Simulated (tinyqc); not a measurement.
Threshold-voltage variability of a planar MOSFET, analytic estimates: scaling length and width together.

Three independent sources add in quadrature: random dopants in the depleted layer, metal-gate grains of two orientations, and roughness of the two gate edges acting through the roll-off VT = VT(long) - Vr exp(-L/l). These are first-order estimates: no three-dimensional electrostatics, no percolation.

ni = sqrt(Nc Nv) exp(-Eg/(2 Vt)), Eg in volts; Cox = 3.9 eps0/ti; Wd = sqrt(4 eps0 eps_r Vt ln(Na/ni)/(q Na)); dopants: s1 = (q/Cox) sqrt(Na Wd/(3 L W)). Grains: Ng = L W/G^2 (at least 1), s2 = dW sqrt(p (1 - p)/Ng). Edges, with exponential correlation and u = W/La: the mean gate length has sL^2 = 2 De^2 (2/u)[1 - (1 - exp(-u))/u]; s3 = sL (Vr/l) exp(-L/l). s = sqrt(s1^2 + s2^2 + s3^2). l and Vr are held fixed. W = 4 L in every row; l is held fixed.

Inputs (values chosen for the exercise); material values close to those of silicon:
- T = 300 K (temperature)
- Eg = 1.13 eV (band gap)
- eps_r = 11.7 (relative permittivity of the semiconductor)
- Nc = 2.85e19 cm^-3 (conduction-band density of states at T)
- Nv = 2.62e19 cm^-3 (valence-band density of states at T)
- Na = 9.7e17 cm^-3 (channel doping)
- ti = 2.2 nm (oxide-equivalent thickness in inversion)
- G = 7 nm (metal grain size)
- dW = 0.15 eV (work-function difference of the two grain orientations)
- p = 0.6 (share of the orientation of higher work function)
- De = 1.2 nm (rms roughness of one gate edge)
- La = 30 nm (correlation length of the roughness)
- l = 4.3 nm (decay length of the threshold roll-off)
- Vr = 1 V (prefactor of the roll-off)

Constants: q = 1.602176634e-19 C, kB = 1.380649e-23 J/K, Vt = kB T/q, eps0 = 8.8541878128e-14 F/cm where lengths are in cm. Results are converted to the units shown.

Scaling length and width together:

| L (nm) | s1 (mV) | s2 (mV) | s3 (mV) | s (mV) | s sqrt(L W) (mV um) |
|---|---|---|---|---|---|
| 16 | 34.28 | 16.07 | 7.087 | 38.52 | 1.233 |
| 20 | 27.43 | 12.86 | 2.634 | 30.41 | 1.216 |
| 24 | 22.86 | 10.72 | 0.9836 | 25.26 | 1.213 |
| 30 | 18.28 | 8.573 | 0.2263 | 20.20 | 1.212 |
| 37 | 14.83 | 6.951 | 0.04116 | 16.37 | 1.212 |
| 45 | 12.19 | 5.715 | 0.005933 | 13.46 | 1.212 |
| 55 | 9.973 | 4.676 | 5.338e-4 | 11.02 | 1.212 |

As L goes from 16 to 55 nm, s falls from 38.5 to 11.0 mV. The dopants are the largest source in the first and the last row. The product s sqrt(L W) falls from 1.23 to 1.21 mV um: s1 and s2 go as 1/sqrt(L W), so the change comes from s3 alone. For L = 16 to 30 nm the depletion depth exceeds L, so source and drain share much of the charge and s1 is rough.

tinyqc, about 0.01 s, one thread, Intel Xeon 2.30GHz (shared host): `OMP_NUM_THREADS=1 python tinyqc.py 2090115 2090116 out.jsonl`
